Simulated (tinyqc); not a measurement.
## Amplitude against the length of the filling pulse

In DLTS the amplitude of the capacitance transient follows the share of traps filled by the pulse. In the neutral layer an empty trap fills as 1 - exp(-tp/tc), tc = 1/(sn vth(T) Nd), vth(T) = vth (T/300 K)^0.5; emission during the pulse and slow capture at the depletion edge are neglected.

Parameters, values chosen for the exercise:
```
symbol    value   unit                       meaning
vth       1.9e7   cm/s     thermal velocity at 300 K
Nd       9.5e16  cm^-3         shallow donor density
sn      5.6e-15   cm^2         capture cross-section
T           108      K  temperature of the transient
```

Results:
```
tp (s)	tp/tc	amplitude over its full value	ln(1 - that)
1.1e-11	0.066713	0.064536	-0.066713
1.8e-11	0.10917	0.10342	-0.10917
3e-11	0.18194	0.16635	-0.18194
8e-11	0.48518	0.38442	-0.48518
1.3e-10	0.78842	0.54544	-0.78842
2.1e-10	1.2736	0.72018	-1.2736
3.5e-10	2.1227	0.88029	-2.1227
5.7e-10	3.4569	0.96847	-3.4569
9.4e-10	5.7009	0.99666	-5.7009
```

Estimate the missing row, tp = 4.9e-11 s.

Computed row:
```
tp (s)	tp/tc	amplitude over its full value	ln(1 - that)
4.9e-11	0.29718	0.25709	-0.29718
```

With this row back in the table: The amplitude rises from 0.0645 to 0.997 of its full value. The last column is linear in tp with slope -1/tc, tc = 1.65e-10 s, which gives the cross-section from Nd and vth, independently of the Arrhenius intercept; 99 % filling needs 7.59e-10 s. In every row T is below 110 K, where shallow donors begin to freeze out; the model keeps them ionised.

tinyqc, about 0.01 s, one thread, Intel Xeon 2.30GHz (shared host): `OMP_NUM_THREADS=1 python tinyqc.py 2050142 2050143 out.jsonl`
